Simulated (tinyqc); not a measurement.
# Threshold switch as oscillator and as selector in a crossbar, step by step

tinyqc, about 0.01 s, one thread, Intel Xeon 2.30GHz (shared host): `OMP_NUM_THREADS=1 python tinyqc.py 2490019 2490020 out.jsonl` Printed values are rounded.

Off state: I = Ith sinh(V/V0)/sinh(Vth/V0) up to Vth. On state: V = Vh + I Ron down to the holding current Ih, at Vl = Vh + Ih Ron. Switching is instantaneous.

Inputs (values chosen for the exercise); values of the order of Ge-Sb-Te and related chalcogenides: threshold voltage Vth = 2.6 V; holding voltage Vh = 1.07 V; on-state resistance Ron = 0.31 kohm; current at threshold Ith = 0.13 uA; voltage scale of the off-state sinh V0 = 0.22 V; holding current Ih = 5 uA; capacitance across the switch C = 340 fF; rows and columns of the array N = 4096; supply voltage Vs = 3.02 V; load resistance RL = 560 kohm.

Range of the model: Delay times, drift of Vth and line resistance are left out.

## Relaxation oscillation

With a load RL from Vs and C across the switch, it oscillates if the load line misses both branches: (Vs - Vl)/Ih < RL < (Vs - Vth)/Ith. Charging without leakage takes RL C ln[(Vs - Vl)/(Vs - Vth)]; discharging takes (RL || Ron) C ln[(Vth - Ve)/(Vl - Ve)], Ve = (Vs Ron + Vh RL)/(Ron + RL).

Vl = 1.071550 V
smallest RL = 389.6900 kohm
largest RL = 3230.769 kohm
charging time = 292.1754 ns
Ve = 1.071079 V
discharging time = 0.8516804 ns
frequency = 3.412654 MHz

With the off-state leakage included the charging takes 302.6 ns, 3.6 % above this value.

## Leakage in a crossbar

In an N x N array driven at Vs, the V/2 scheme puts Vs/2 on 2 (N - 1) cells; the V/3 scheme puts Vs/3 on all N^2 - 1 others, N - 1 of them on the selected row. Row leakage is (N - 1) I; wasted power is the number of cells times V I.

I at Vs/2 = 0.9166660 nA
row leakage, V/2 = 3.753747 uA
wasted power, V/2 = 11.33632 uW
I at Vs/3 = 0.09301487 nA
row leakage, V/3 = 0.3808959 uA
wasted power, V/3 = 1570.934 uW

The V/3 scheme cuts the row leakage by 9.86 and raises the wasted power by a factor of 139.
